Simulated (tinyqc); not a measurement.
Stark shift: stepped quantum well by finite differences.

Finite differences on points z_i at the centres of cells of width h: H_ii = (c/h^2)(1/m_(i-1/2) + 1/m_(i+1/2)) + V_i, H_(i,i+1) = -(c/h^2)/m_(i+1/2), where m_(i+1/2) is the mean of the masses at the two points (the end values are repeated outwards), psi = 0 on the points beyond both ends, c = hbar^2/2m0. The field adds e F (z - z0) with z0 the middle of the structure; 1 kV/cm = 1e-5 eV/angstrom.

Constants: hbar^2/2m0 = 3.80998211 eV angstrom^2.

Values chosen for the exercise (out of a larger set: near those of a strained Si well in SiGe; not measured data): layers = ((20, 0.185, 0.933), (10, 0, 0.889), (15, 0.104, 0.9136), (20, 0.185, 0.933)) (each layer: thickness in angstrom, band edge in eV, mass in m0); hf = 0.3125 angstrom (cell width of the fine grid); Fs = (0, 33.3, 66.7, 100, 133, 167, 200) kV/cm (fields).

Fine grid. Perturbation theory: dE1 = e F z_11 - beta (e F)^2 with beta = sum_j z_1j^2/(E_j - E_1) over the 13 next levels at zero field, z from z0.

Levels against field:

| F (kV/cm) | E1 (eV) | E2 (eV) | dE1 (meV) | second order (meV) | <z - z0> (angstrom) | E2 - E1 (meV) |
|---|---|---|---|---|---|---|
| 0 | 0.0801 | 0.1742 | 0.00 | 0.00 | -5.2 | 94.1 |
| 33.3 | 0.0783 | 0.1757 | -1.78 | -1.78 | -5.5 | 97.4 |
| 66.7 | 0.0764 | 0.1770 | -3.64 | -3.65 | -5.7 | 100.6 |
| 100 | 0.0745 | 0.1780 | -5.58 | -5.60 | -5.9 | 103.5 |
| 133 | 0.0725 | 0.1787 | -7.57 | -7.61 | -6.1 | 106.1 |
| 167 | 0.0704 | 0.1789 | -9.69 | -9.78 | -6.4 | 108.6 |
| 200 | 0.0683 | 0.1788 | -11.82 | -11.97 | -6.6 | 110.5 |

z_11 = -5.21 angstrom
beta = 387.6 angstrom^2/eV

How do the results move, and what explains it?

The state sits -5.2 angstrom off the middle at zero field, so the shift starts linearly in F. At 200 kV/cm E1 has moved by -11.82 meV, where second order gives -11.97 meV; they differ by 1.2 % there. The electron moves by -1.4 angstrom, against the rise of the potential. From 33.3 kV/cm on E2 lies above the lowest point of the outer barrier, so it is a resonance or a state of the finite grid, held or pushed up by its ends. E2 - E1 grows with the field; the ends are 94.1 and 110.5 meV.

Program tinyqc; command `OMP_NUM_THREADS=1 python tinyqc.py 1282591 1282592 out.jsonl`; about 0.02 s on one thread of a shared Intel(R) Xeon(R) Processor @ 2.30GHz.
